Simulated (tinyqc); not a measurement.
Temperature and isotope dependence of a band gap in oscillator models, step by step. Values are carried at full precision from step to step, so a last printed digit may differ when a step is redone from the rounded ones.

E(T) = E0 - sum_i sl_i th_i n_i(T), n = 1/(exp(th/T) - 1). The same coupling lowers the gap at 0 K by the zero-point term ZP = sum_i sl_i th_i/2, so the gap of the static lattice is E0 + ZP. Thermal expansion is taken as part of the slopes.

Parameters, chosen for this exercise (near those of InAs; shifted at random, so the results belong to these values and not to a real crystal):
```
symbol  value             unit   meaning
E0      0.418             eV     gap at 0 K
th      (58, 175)         K      temperatures of two oscillators
sl      (0.0607, 0.2153)  meV/K  their high-temperature slopes
T       77                K      temperature
M       94.76             u      mean atomic mass
dM      -1.75             u      change of the mean mass (not bounded by the natural isotopes)
T12     (90, 180)         K      temperatures of the fits
```

## The gap at T

Give the occupations, the two terms, the gap, ZP and the static gap.

n_i: 0.88977  0.11487

terms (meV): 3.133  4.328

E(T) = 0.4105 eV
ZP = 20.60 meV
static gap = 0.4386 eV

The thermal fall, 7.5 meV, is smaller than the zero-point term, 20.6 meV; the soft oscillator supplies 42 % of the fall but 9 % of ZP. A calculation with clamped ions should be compared with the static gap.

## Slope and asymptote

dE/dT = -sum sl_i (th_i/T)^2 n_i (1 + n_i). At high T, n -> T/th - 1/2, so E -> E0 + ZP - (sum sl_i) T. Give the slope, its ratio to the limit, and the value at 0 K of the tangent drawn at T.

dE/dT = -0.2003 meV/K
ratio to the limiting slope = 0.7258
intercept of the tangent = 0.4260 eV
intercept - E0 = 7.96 meV

The tangent recovers 39 % of ZP: the extrapolation works only from T well above the higher oscillator (175 K).

## Isotope effect

With M -> M + dM the oscillator temperatures scale as M^(-1/2) and the slopes stay. Give th, ZP, E0 (static gap fixed) and E(T) for the new mass, and the linear rule dE0 = ZP dM/(2 M).

th (K): 58.54  176.64

ZP = 20.792 meV
shift of E0 = -0.193 meV
linear rule = -0.190 meV
shift of E(T) = -0.119 meV

The lighter crystal has the narrower gap. At 77 K 62 % of the shift at 0 K is left; it fades at high T, where the motion is classical and the mean-square amplitude no longer depends on mass.

## Two common fits

Two-parameter forms are made to pass through the falls at the two temperatures T12: Varshni aV T^2/(T + bV), from the line T^2/fall = (T + bV)/aV; one oscillator s1 t1/(exp(t1/T) - 1), with t1 from the ratio of the falls.

Give the falls and the parameters.

falls (meV): 10.1808  32.1809

aV = 0.4261 meV/K
bV = 249 K
t1 = 138.7 K
s1 = 0.2694 meV/K
ZP of the one-oscillator fit = 18.7 meV

The limiting slope of the model is 0.2760 meV/K; Varshni puts it +54 % off and one oscillator -2 %. The ZP of the fit differs from the true one by -1.9 meV.

## Checks

- Slope by finite differences against the formula (meV/K): both 0.20032.
- Fall at 20 times the higher oscillator temperature against the asymptote (meV): 945.56 against 945.40.

Program tinyqc; command `OMP_NUM_THREADS=1 python tinyqc.py 1880324 1880325 out.jsonl`; about 0.01 s on one thread of a shared Intel(R) Xeon(R) Processor @ 2.30GHz.
